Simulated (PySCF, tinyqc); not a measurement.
CID on RHF in the sto-3g basis, for H2, spin multiplicity 1, step by step. The lowest restricted solution is unstable here: a spin-polarised one lies 0.0309 hartree lower (PySCF). One step of it, computed by the program tinyqc.

Problem. Iteration 1: building the Fock matrix. J_ij = sum D_kl (ij|kl), K_ij = sum D_kl (ik|jl); F = H + J - 0.5 K; E = tr D H + tr D J / 2 - 0.25 tr D K + E_nn.

D at the start:
```
          1H 1s     2H 1s
1H 1s  0.776901  0.776901
2H 1s  0.776901  0.776901
```

core Hamiltonian H = T + V (hartree):
```
           1H 1s      2H 1s
1H 1s  -0.836871  -0.366315
2H 1s  -0.366315  -0.836871
```

Two-electron integrals (ij|kl) in chemists' order, unique and non-zero (hartree):
```
(11|11) 0.774606   (21|11) 0.157516   (21|21) 0.047648   (22|11) 0.362816
(22|21) 0.157516   (22|22) 0.774606
```

nuclear repulsion = 0.37239776 hartree

Give: Coulomb J; exchange K; Fock matrix F; total energy of this density.

Solution.

Coulomb J (hartree):
```
        1H 1s   2H 1s
1H 1s  1.1284  0.3188
2H 1s  0.3188  1.1284
```

exchange K (hartree):
```
        1H 1s   2H 1s
1H 1s  0.8836  0.5636
2H 1s  0.5636  0.8836
```

Fock matrix F (hartree):
```
         1H 1s    2H 1s
1H 1s  -0.1502  -0.3294
2H 1s  -0.3294  -0.1502
```

total energy of this density = -0.934951 hartree
